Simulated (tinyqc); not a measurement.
From results back to parameters: carrier statistics of a doped semiconductor with parabolic bands. Five cases, with inputs chosen for the exercise.

Problem. With Boltzmann statistics and no minority carriers, n (n + NA)/(ND - NA - n) = K(T) = (N(T)/2) exp(-E/kB T), E the ionisation energy of the majority dopant and N = 2 (m kB T/(4 pi c))^(3/2) with c = hbar^2/2m0, in 1/angstrom^3; times 1e24 for 1/cm^3, m = m_d. E = ED is known; the two densities were computed from hidden ND and NA.

Constants: hbar^2/2m0 = 3.80998211 eV angstrom^2; kB = 8.617333262e-05 eV/K.

Case 1.

Values chosen (near those of InSb; not measured data): ED = 0.001 eV (donor level below Ec); m_d = 0.014 m0 (density-of-states mass of the majority band); Ta = 10 K; Tb = 17 K.

n(Ta) = 1.041130e+12 1/cm^3
n(Tb) = 1.082558e+12 1/cm^3

Case 2.

Values chosen (near those of Ge; not measured data): ED = 0.0125 eV (donor level below Ec); m_d = 0.566 m0 (density-of-states mass of the majority band); Ta = 20 K; Tb = 34 K.

n(Ta) = 3.546110e+13 1/cm^3
n(Tb) = 1.584776e+14 1/cm^3

Case 3.

Values chosen (near those of AlAs; not measured data): ED = 0.0693 eV (donor level below Ec); m_d = 0.748 m0 (density-of-states mass of the majority band); Ta = 94 K; Tb = 221 K.

n(Ta) = 1.449445e+14 1/cm^3
n(Tb) = 2.241185e+14 1/cm^3

Case 4.

Values chosen (near those of SiC; not measured data): ED = 0.058 eV (donor level below Ec); m_d = 0.793 m0 (density-of-states mass of the majority band); Ta = 67 K; Tb = 136 K.

n(Ta) = 4.667647e+13 1/cm^3
n(Tb) = 2.452023e+14 1/cm^3

Case 5.

Values chosen (near those of GaAs; not measured data): ED = 0.0059 eV (donor level below Ec); m_d = 0.071 m0 (density-of-states mass of the majority band); Ta = 10 K; Tb = 20 K.

n(Ta) = 1.094801e+12 1/cm^3
n(Tb) = 8.245284e+13 1/cm^3

Find: K(Ta), K(Tb); ND; NA.

Solution. Each temperature gives one linear equation, K ND - (K + n) NA = n^2 + K n; solve the pair.

Case 1.

K(Ta), K(Tb) (1/cm^3): 3.963e+13  1.417e+14

ND = 2.30e+12 1/cm^3
NA = 1.20e+12 1/cm^3

Case 2.

K(Ta), K(Tb) (1/cm^3): 6.513e+13  2.861e+15

ND = 4.10e+14 1/cm^3
NA = 2.30e+14 1/cm^3

Case 3.

K(Ta), K(Tb) (1/cm^3): 2.741e+14  1.349e+17

ND = 2.30e+14 1/cm^3
NA = 5.50e+12 1/cm^3

Case 4.

K(Ta), K(Tb) (1/cm^3): 4.056e+13  1.918e+16

ND = 3.80e+14 1/cm^3
NA = 1.30e+14 1/cm^3

Case 5.

K(Ta), K(Tb) (1/cm^3): 1.536e+12  1.332e+14

ND = 2.40e+15 1/cm^3
NA = 1.40e+15 1/cm^3

Computed by tinyqc, one run a case: `OMP_NUM_THREADS=1 python tinyqc.py N N+1 out.jsonl` with N = 1650662, 1650772, 1650991, 1651051, 1651088; one thread of a shared Intel(R) Xeon(R) Processor @ 2.30GHz, about 0.02 s a run at most.
